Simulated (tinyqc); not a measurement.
# Hole mobility in a silicon inversion layer, empirical terms and Matthiessen rule: effect of the body doping

Inversion layer of sheet density Ns on a uniformly doped body. The mobility terms are empirical power laws with prefactors chosen for the exercise; adding their inverses (Matthiessen) is itself an approximation.

ni = sqrt(Nc Nv) exp(-Eg/(2 Vt)), Eg in volts; Ndep = sqrt(2 eps0 eps_r Nb (2 Vt ln(Nb/ni) + Vsb)/q); E = q (Ndep + eta Ns)/(eps0 eps_r), in MV/cm. With t = T/(300 K): muC = Ac (Ns/1e12 cm^-2) t/(Nb/1e17 cm^-3 + Nit/1e11 cm^-2), muP = Ap E^(-1/3) t^(-1.75), muS = As E^(-gs); 1/mu is the sum of the inverses.

Inputs (values chosen for the exercise); material values close to those of silicon:
```
symbol    value        unit                                                meaning
T           273           K                                            temperature
Eg         1.11          eV                                               band gap
eps_r      11.8                         relative permittivity of the semiconductor
Nc      2.39e19       cm^-3                 conduction-band density of states at T
Nv      2.34e19       cm^-3                    valence-band density of states at T
Vsb           1           V                                      reverse body bias
eta      0.3333              weight of the inversion charge in the effective field
Ap          135  cm^2/(V s)           phonon-limited mobility at 1 MV/cm and 300 K
As          584  cm^2/(V s)                  roughness-limited mobility at 1 MV/cm
gs            1                                     exponent of the roughness term
Ac         2100  cm^2/(V s)                                      Coulomb prefactor
Nit      9.6e10       cm^-2                                charge at the interface
Ns       2.6e12       cm^-2                                      inversion density
```

Constants: q = 1.602176634e-19 C, kB = 1.380649e-23 J/K, Vt = kB T/q, eps0 = 8.8541878128e-14 F/cm where lengths are in cm. Results are converted to the units shown.

Effect of the body doping:

| Nb (cm^-3) | E (MV/cm) | muC (cm^2/(V s)) | muP (cm^2/(V s)) | muS (cm^2/(V s)) | mu (cm^2/(V s)) |
|---|---|---|---|---|---|
| 2e16 | 0.2373 | 4283 | 257.2 | 2461 | 220.8 |
| 4.4e16 | 0.2894 | 3549 | 240.7 | 2018 | 202.8 |
| 9.7e16 | 0.3676 | 2574 | 222.3 | 1589 | 181.3 |
| 2.1e17 | 0.4816 | 1624 | 203.1 | 1213 | 157.2 |
| 4.7e17 | 0.6597 | 877.8 | 182.9 | 885.2 | 129.3 |
| 1e18 | 0.9084 | 453.3 | 164.4 | 642.9 | 101.6 |
| 2.3e18 | 1.321 | 207.4 | 145.1 | 442.2 | 71.56 |
| 5e18 | 1.900 | 97.50 | 128.6 | 307.3 | 46.97 |

Read the table: what changes, and by how much?

As Nb goes from 2e16 to 5e18 cm^-3, E rises from 0.237 to 1.90 MV/cm and mu falls from 221 to 47.0 cm^2/(V s). The smallest term is the phonon one in the first row and the Coulomb one in the last. At Nb = 5e18 cm^-3 E passes 1.5 MV/cm, beyond the usual range of such laws.

Program tinyqc, `OMP_NUM_THREADS=1 python tinyqc.py 2510153 2510154 out.jsonl`; Intel Xeon 2.30GHz, shared host, one thread, about 0.01 s.
